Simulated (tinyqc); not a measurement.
Reverse leakage of an n+-p junction: diffusion, generation, trap-assisted and band-to-band tunnelling: leakage components against the temperature.

One-sided abrupt junction in the depletion approximation, x from the junction (0) to W on the p side, field F = F0 (1 - x/W). Flat quasi-Fermi levels, long p side. Traps generate through SRH with both lifetimes shortened by 1 + Gamma (Hurkx enhancement, form for moderate fields); band-to-band generation is local and needs a total bending above Eg.

Nc and Nv are given at 358 K and scale as (T/358 K)^1.5; all else is held fixed. ni = sqrt(Nc Nv) exp(-Eg/(2 Vt)), Eg in volts; Vbi = Vt ln(Na Nd/ni^2); W = sqrt(2 eps0 eps_r (Vbi + VR)/(q Na)); F0 = 2 (Vbi + VR)/W; FG = sqrt(24 mt m0 (kB T)^3)/(q hbar); J_diff = q ni^2 sqrt(Dn/tau)(1 - exp(-VR/Vt))/Na. u = (Vbi + VR)(1 - x/W)^2, p = Na exp(-u/Vt), n = Nd exp((u - Vbi - VR)/Vt); G0 = ni^2 (1 - exp(-VR/Vt))/(tau (n + p + 2 ni cosh(Et/Vt))); Gamma = 2 sqrt(3 pi)(F/FG) exp((F/FG)^2); trap-assisted part G0 Gamma; G_bb = Ab F^2.5 exp(-Bb/F) with F in V/cm, zero unless Vbi + VR > Eg. Currents are q times the integrals over 0 to W; J_bb under 1e-8 of J is printed as 0; rows with F0/FG above 2.2, beyond the range of this Gamma, are left out.

Parameters, values chosen for the exercise; band and dielectric values close to those of silicon:
```
symbol    value                 unit                                                         meaning
Eg         1.11                   eV                                                        band gap
eps_r      11.5                                                                relative permittivity
Nc      3.72e19                cm^-3  conduction-band density of states at the reference temperature
Nv      3.51e19                cm^-3     valence-band density of states at the reference temperature
Na       1.8e17                cm^-3                            acceptor density of the lighter side
Nd         1e20                cm^-3                               donor density of the heavier side
tau        6e-9                    s                     SRH lifetime of both carriers at zero field
Et            0                   eV                            trap level above the intrinsic level
mt         0.25                   m0                                                 tunnelling mass
Dn          4.8               cm^2/s              electron diffusion coefficient on the lighter side
Ab       4.4e14  cm^-0.5 V^-2.5 s^-1                                          band-to-band prefactor
Bb       1.81e7                 V/cm                                     band-to-band field constant
VR          0.9                    V                                                    reverse bias
```

Constants: q = 1.602176634e-19 C, kB = 1.380649e-23 J/K, hbar = 1.054571817e-34 J s, m0 = 9.1093837015e-31 kg, Vt = kB T/q, eps0 = 8.8541878128e-14 F/cm where lengths are in cm. Results are converted to the units shown.

The same in every row: J_bb (A/cm^2) = 0.

Results:

| T (K) | F0 (kV/cm) | F0/FG | J_diff (A/cm^2) | J_SRH (A/cm^2) | J_TAT (A/cm^2) | J (A/cm^2) | largest part |
|---|---|---|---|---|---|---|---|
| 220 | 333 | 1.44 | 2.85e-19 | 1.89e-10 | 3.03e-9 | 3.22e-9 | trap-assisted tunnelling |
| 250 | 332 | 1.18 | 4.70e-16 | 7.80e-9 | 7.24e-8 | 8.02e-8 | trap-assisted tunnelling |
| 280 | 330 | 0.993 | 1.65e-13 | 1.48e-7 | 9.36e-7 | 1.08e-6 | trap-assisted tunnelling |
| 310 | 329 | 0.848 | 1.92e-11 | 1.63e-6 | 7.64e-6 | 9.27e-6 | trap-assisted tunnelling |
| 370 | 325 | 0.644 | 2.76e-8 | 6.37e-5 | 1.93e-4 | 2.57e-4 | trap-assisted tunnelling |
| 400 | 324 | 0.570 | 4.74e-7 | 2.69e-4 | 6.86e-4 | 9.56e-4 | trap-assisted tunnelling |
| 430 | 322 | 0.509 | 5.57e-6 | 9.41e-4 | 0.00205 | 0.00300 | trap-assisted tunnelling |

Estimate the missing row, T = 340 K.

Computed row:

| T (K) | F0 (kV/cm) | F0/FG | J_diff (A/cm^2) | J_SRH (A/cm^2) | J_TAT (A/cm^2) | J (A/cm^2) | largest part |
|---|---|---|---|---|---|---|---|
| 340 | 327 | 0.735 | 9.91e-10 | 1.19e-5 | 4.40e-5 | 5.59e-5 | trap-assisted tunnelling |

With this row back in the table: J rises from 3.22e-9 to 0.00300 A/cm^2. Trap-assisted tunnelling leads at T = 220 and in all other rows. Activation energies over the table: 1.19 eV for diffusion (Eg = 1.11 eV, raised by the T^3 of ni^2), 0.599 eV for SRH generation (Eg/2 + |Et| = 0.555 eV), 0.521 eV for the trap-assisted part, lower since Gamma grows on cooling; the total shows 0.508 eV at the cold end and 0.565 eV at the hot end.

Range of the model: The n+ side is degenerate, so Vbi from Boltzmann statistics is only a guide.

Computed by the program tinyqc: `OMP_NUM_THREADS=1 python tinyqc.py 2290056 2290057 out.jsonl`, one thread of a shared Intel Xeon 2.30GHz, about 0.01 s for the whole run.
